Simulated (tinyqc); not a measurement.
Reduced Fermi level from a carrier density: charge neutrality of a doped semiconductor with incomplete ionisation. Computed by tinyqc, a small Python program. Command: `OMP_NUM_THREADS=1 python tinyqc.py 3019068 3019069 out.jsonl dopant walk`. One thread of a shared host (Intel(R) Xeon(R) Processor @ 2.30GHz), about 0.02 s of CPU time with the checks.

Energies are counted from the top of the valence band; E_D is measured down from the conduction band and E_A up from the valence band.

Inputs (values chosen for the exercise, modelled on GaN):

| quantity | value | unit |
|---|---|---|
| gap at 0 K E_g0 | 3.57 | eV |
| Varshni alpha | 0.000878 | eV/K |
| Varshni beta | 804 | K |
| electron mass m_e | 0.203 | m_0 |
| valleys M_c | 1 | - |
| hole mass m_h | 1.37 | m_0 |
| temperature T | 450 | K |

Doping: n-type. Statistics of the bands: Boltzmann.

ratios u of density to N: 0.0035  0.015  0.062  0.26  1.1  4.6  19

Constants: m_0 = 9.1093837015e-31 kg; k_B = 1.380649e-23 J/K; h = 6.62607015e-34 J s; k_B = 8.617333262e-05 eV/K.

Method:
- E_g = E_g0 - alpha T^2/(T + beta).
- N_c = 2 M_c (2 pi m_e k_B T/h^2)^(3/2) and N_v = 2 (2 pi m_h k_B T/h^2)^(3/2), masses in units of m_0.
- n_i = sqrt(N_c N_v) exp(-E_g/(2 k_B T)); E_i = E_g/2 + (k_B T/2) ln(N_v/N_c).
- F_1/2(eta) = (2/sqrt(pi)) int_0^infinity sqrt(x)/(1 + exp(x - eta)) dx, by the trapezoid rule in t = sqrt(x) with step 0.02 up to t = 12 (for eta < -12 by exp(eta) - exp(2 eta)/2^(3/2)).
- For u = density/N of the majority band, eta solves F_1/2(eta) = u (bisection). Boltzmann: ln u. Joyce-Dixon: ln u + u/sqrt(8) - 4.95009e-3 u^2 + 1.48386e-4 u^3 - 4.42563e-6 u^4. Degenerate limit: (3 sqrt(pi) u/4)^(2/3). The last column is (eta - ln u) k_B T.

N_c = 4.21651e+18 cm^-3

k_B T = 0.0387780 eV

Eta by four rules:

| u | density (cm^-3) | exact | Boltzmann | Joyce-Dixon | degenerate | Boltzmann error (meV) |
|---|---|---|---|---|---|---|
| 0.0035 | 1.4758e+16 | -5.6538 | -5.6550 | -5.6538 | 2.7870e-02 | 4.7983e-02 |
| 0.015 | 6.3248e+16 | -4.1944 | -4.1997 | -4.1944 | 7.3533e-02 | 2.0561e-01 |
| 0.062 | 2.6142e+17 | -2.7587 | -2.7806 | -2.7587 | 1.8939e-01 | 8.4929e-01 |
| 0.26 | 1.0963e+18 | -1.2555 | -1.3471 | -1.2555 | 4.9250e-01 | 3.5517e+00 |
| 1.1 | 4.6382e+18 | 0.4784 | 0.0953 | 0.4784 | 1.2883e+00 | 1.4856e+01 |
| 4.6 | 1.9396e+19 | 3.0603 | 1.5261 | 3.0601 | 3.3440e+00 | 5.9496e+01 |
| 19 | 8.0114e+19 | 8.5108 | 2.9444 | 8.3160 | 8.6085e+00 | 2.1585e+02 |

What follows from these numbers?

Boltzmann statistics place E_F within 1 meV of the exact value up to u = 0.0620 of those listed and miss by 216 meV at u = 19. Joyce-Dixon stays within 0.01 in eta up to u = 4.60; the degenerate limit is still 1.1 % high at the last u. Past u of about 10 the Joyce-Dixon series fails. A parabolic band is assumed throughout.
